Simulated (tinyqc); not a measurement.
Two-band k.p model of the Delta valleys near the X point under shear strain: one step. The two bands along kz. Three cases, with inputs chosen for the exercise.

Task: kx = ky = 0, kz from 0 to 1.6 k0 in steps of 0.2 k0, with and without the strain.

Valley pair on the [001] axis, kz counted from the X point, c = hbar^2/2m0, k0 = kx0 2 pi/a. H = (c kz^2/ml + c (kx^2 + ky^2)/mt + c k0^2/ml) 1 + (2 c k0 kz/ml) sigma_z + (D exy - 2 c kx ky/Mp) sigma_x, so E = c kz^2/ml + c (kx^2 + ky^2)/mt + c k0^2/ml -/+ sqrt((2 c k0 kz/ml)^2 + (D exy - 2 c kx ky/Mp)^2). Without strain the lower band has its minima, E = 0, at kz = +/- k0. Shifts from diagonal strain are left out.

Constants: hbar^2/2m0 = 3.80998211 eV angstrom^2.

Give: a table of kz/k0, kz (1/angstrom), lower, upper, lower, no strain, upper, no strain.

Case 1.

Values chosen (near those of Si; the results hold for these values, not for the real material):
- a = 5.418 angstrom (lattice constant)
- ml = 0.893 m0 (longitudinal mass)
- mt = 0.191 m0 (transverse mass)
- kx0 = 0.145 2 pi/a (distance of the minimum from X)
- D = 14.9 eV (shear deformation potential)
- Mp = 0.229 m0 (coupling mass)
- exy = 0.006 (shear strain)

Result:

Levels (eV):
```
kz/k0  kz (1/angstrom)    lower   upper  lower, no strain  upper, no strain
0.0             0.0000   0.0312  0.2100            0.1206            0.1206
0.2             0.0336   0.0239  0.2271            0.0772            0.1737
0.4             0.0673   0.0084  0.2715            0.0434            0.2365
0.6             0.1009  -0.0061  0.3342            0.0193            0.3088
0.8             0.1345  -0.0149  0.4106            0.0048            0.3909
1.0             0.1682  -0.0160  0.4986            0.0000            0.4826
1.2             0.2018  -0.0087  0.5974            0.0048            0.5839
1.4             0.2354   0.0077  0.7065            0.0193            0.6949
1.6             0.2690   0.0332  0.8257            0.0434            0.8155
```

Case 2.

Values chosen (near those of Si; the results hold for these values, not for the real material):
- a = 5.44 angstrom (lattice constant)
- ml = 0.916 m0 (longitudinal mass)
- mt = 0.191 m0 (transverse mass)
- kx0 = 0.155 2 pi/a (distance of the minimum from X)
- D = 14 eV (shear deformation potential)
- Mp = 0.245 m0 (coupling mass)
- exy = 0.017 (shear strain)

Result:

Levels (eV):
```
kz/k0  kz (1/angstrom)    lower   upper  lower, no strain  upper, no strain
0.0             0.0000  -0.1047  0.3713            0.1333            0.1333
0.2             0.0358  -0.1053  0.3825            0.0853            0.1920
0.4             0.0716  -0.1062  0.4154            0.0480            0.2613
0.6             0.1074  -0.1055  0.4681            0.0213            0.3413
0.8             0.1432  -0.1010  0.5382            0.0053            0.4319
1.0             0.1790  -0.0908  0.6240            0.0000            0.5332
1.2             0.2148  -0.0735  0.7240            0.0053            0.6452
1.4             0.2506  -0.0481  0.8373            0.0213            0.7678
1.6             0.2864  -0.0139  0.9631            0.0480            0.9012
```

Case 3.

Values chosen (near those of Si; the results hold for these values, not for the real material):
- a = 5.427 angstrom (lattice constant)
- ml = 0.907 m0 (longitudinal mass)
- mt = 0.2 m0 (transverse mass)
- kx0 = 0.155 2 pi/a (distance of the minimum from X)
- D = 14.1 eV (shear deformation potential)
- Mp = 0.227 m0 (coupling mass)
- exy = 0.0016 (shear strain)

Result:

Levels (eV):
```
kz/k0  kz (1/angstrom)    lower   upper  lower, no strain  upper, no strain
0.0             0.0000   0.1127  0.1578            0.1353            0.1353
0.2             0.0359   0.0821  0.1993            0.0866            0.1948
0.4             0.0718   0.0464  0.2675            0.0487            0.2651
0.6             0.1077   0.0201  0.3479            0.0216            0.3463
0.8             0.1436   0.0042  0.4395            0.0054            0.4383
1.0             0.1795  -0.0009  0.5420            0.0000            0.5411
1.2             0.2153   0.0046  0.6555            0.0054            0.6547
1.4             0.2512   0.0210  0.7799            0.0216            0.7792
1.6             0.2871   0.0481  0.9150            0.0487            0.9145
```

Computed by tinyqc, one run a case: `OMP_NUM_THREADS=1 python tinyqc.py N N+1 out.jsonl` with N = 1080136, 1080281, 1080558; one thread of a shared Intel(R) Xeon(R) Processor @ 2.30GHz, about 0.01 s a run at most.
